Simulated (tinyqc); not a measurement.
Size effects in the resistivity of thin metal films and interconnect lines: one step, computed by the program tinyqc. Command: `OMP_NUM_THREADS=1 python tinyqc.py 3010470 3010471 out.jsonl size walk`. One thread of a shared host (Intel(R) Xeon(R) Processor @ 2.30GHz), about 0.01 s of CPU time with the checks.

Electrons lose their drift at surfaces (a share 1 - p of the hits) and at grain boundaries (reflection R), besides bulk scattering.

Question. Grain boundaries. Mayadas-Shatzkes: alpha = (lambda/D) R/(1 - R); rho_b/rho = 1 - 3 alpha/2 + 3 alpha^2 - 3 alpha^3 ln(1 + 1/alpha).

Inputs (values chosen for the exercise, modelled on aluminium): bulk mean free path lambda = 19.2 nm; grain-boundary reflection R = 0.19.

Geometry: film.

grain size D = 103.5 nm

Give: alpha; rho/rho_b from grains.

Answer.

alpha = 0.04351

rho/rho_b from grains = 1.064

The linear estimate 1 + 3 alpha/2 gives 1.065, within 2 %.
